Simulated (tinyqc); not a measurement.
Comparisons within one model: hole subbands of a hard-walled well, four-band Luttinger model. A value that a table varies takes the place of the one given here.

Hole energies are counted downwards from the unstrained band edge, c = hbar^2/2m0. After the usual block transformation one block is H = [[P + Q - Zs, R - i S], [R + i S, P - Q + Zs]] in (heavy, light), with P +/- Q = c [(g1 +/- g2) k^2 + (g1 -/+ 2 g2) kz^2], R = sqrt(3) c gR k^2, S = 2 sqrt(3) c g3 k kz, kz = -i d/dz; axial approximation gR = (g2 + g3)/2. Zs = b (e_par - e_perp) is the shear part of the strain (the hydrostatic part shifts all levels alike and is left out). Basis sqrt(2/L) sin(n pi z/L), n = 1 to N, for each component: kz^2 gives (n pi/L)^2 and the heavy-light block is R delta_nm - 2 sqrt(3) c g3 k D_nm with D_nm = 4 n m/(L (n^2 - m^2)) for n + m odd, 0 otherwise. The other block has the same levels. The split-off band is left out.

Constants: hbar^2/2m0 = 3.80998211 eV angstrom^2.

Parameters, chosen for this exercise (near those of Ge; the results hold for these values, not for the real material):
```
symbol  value                                                  unit        meaning
g1      13.35                                                              Luttinger gamma1
g2      4.18                                                               gamma2
g3      5.74                                                               gamma3
L       190                                                    angstrom    well width along [001]
Zs      0                                                      eV          shear strain energy
k       0.0116                                                 1/angstrom  wave vector in the plane
Zlist   (-0.0173, -0.013, -0.0063, -0.0035, 0, 0.0077, 0.019)  eV          shear strain energies (negative: tension in the plane, for b < 0)
```

## Which coupling does what

N = 20, at the given k. Diagonal: R = S = 0. Along [100] and [110] gR is g2 and g3 instead of their mean.

Hole energies (meV):
```
model        E1     E2     E3     E4
diagonal  14.18  27.32  29.78  55.77
R alone   12.84  28.66  29.48  55.64
S alone   12.01  14.80  38.43  43.52
axial     10.14  16.03  38.78  43.48
[100]     10.58  15.78  38.68  43.49
[110]      9.68  16.27  38.90  43.46
```

The couplings move E1 by -4.05 meV: R alone by -1.34, S alone by -2.17, so S matters more at k L/pi = 0.70 (R grows as k^2 and joins equal n, S as k and joins n of opposite parity). Warping spreads E1 by 0.90 meV between [100] and [110], the hole being heavier along [110]; the axial value lies between them.

## Strain

N = 20. dE is the rise of the top subband from k = 0 to k1 = pi/(4L), m1 = c k1^2/dE (dash if dE is not positive), and the heavy weight is taken at k = pi/L.

Top subband:
```
Zs (eV)  HH1 (meV)  LH1 (meV)  dE (meV)  heavy weight  m1 (m0)
-0.0173       22.5        5.3    -0.035         0.176        -
-0.0130       18.2        9.6    -0.244         0.236        -
-0.0063       11.5       16.3     0.769         0.379    0.085
-0.0035        8.7       19.1     0.844         0.459    0.077
0.0000         5.2       22.6     0.880         0.574    0.074
0.0077        -2.5       30.3     0.926         0.801    0.070
0.0190       -13.8       41.6     0.967         0.927    0.067
```

HH1 and LH1 cross at Zs = -2 c g2 (pi/L)^2 = -0.0087 eV; for more negative Zs the light hole is on top. Among the rows with HH1 on top, m1 goes from 0.085 to 0.067 m0 as the splitting widens from 5 to 55 meV, against the unmixed 1/(g1 + g2) = 0.057: compression lightens the holes here. A dash marks a top subband whose hole energy at k1 lies below that at k = 0: an electron-like (negative) mass. m1 describes the neighbourhood of k = 0 only; where HH1 and LH1 lie close, the band may peak further out.

## What each parameter does

N = 20; the three lowest hole energies at the given k and the heavy weight of the lowest. Each row changes one parameter from the base and keeps the others.

Results:
```
case                   E1 (meV)  E2 (meV)  E3 (meV)  heavy weight
base                      10.14     16.03     38.78         0.807
g1 = 14.42                12.09     19.26     42.42         0.832
g2 = 3.76                 10.81     17.17     40.16         0.806
g3 = 5.28                 10.74     17.04     38.22         0.835
L = 200 angstrom           9.33     14.73     36.02         0.768
Zs = 0.01 eV               1.84     11.34     35.71         0.961
k = 0.0151 1/angstrom     10.84     18.52     43.13         0.618
```

The largest shifts from the base row, up to three for each result and ties (the steps differ in size, so this ranks the rows, not the parameters). E1 (meV): Zs -8.30, g1 +1.95, L -0.81. E2 (meV): Zs -4.69, g1 +3.23, k +2.49. E3 (meV): k +4.35, g1 +3.64, Zs -3.07. heavy weight: k -0.189, Zs +0.154, L -0.040.

(tinyqc, `OMP_NUM_THREADS=1 python tinyqc.py 1250662 1250663 out.jsonl`, Intel(R) Xeon(R) Processor @ 2.30GHz, 1 thread, shared host, about 0.1 s.)
